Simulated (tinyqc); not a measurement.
## Electron density from the filling shift

Question. At zero temperature the Burstein-Moss shift of one parabolic valley is (C/me + C/mh) kF^2 with kF = (3 pi^2 n)^(1/3), C = hbar^2/(2 m0). Find kF and n.

Parameters, values chosen for the exercise:
- me = 0.0797 m0 (electron mass)
- mh = 0.595 m0 (hole mass)

Constants: q = 1.602176634e-19 C, hbar = 1.054571817e-34 J s, m0 = 9.1093837015e-31 kg, hbar^2/(2 m0) = 0.0380998212 eV nm^2. Results are converted to the units shown.

filling shift = 343.00857 meV

Answer. The shift gives kF^2, and n = kF^3/(3 pi^2).

kF = 0.7955 1/nm
n = 1.700e19 cm^-3

Program tinyqc, `OMP_NUM_THREADS=1 python tinyqc.py 2330005 2330006 out.jsonl`; Intel Xeon 2.30GHz, shared host, one thread, about 0.01 s.
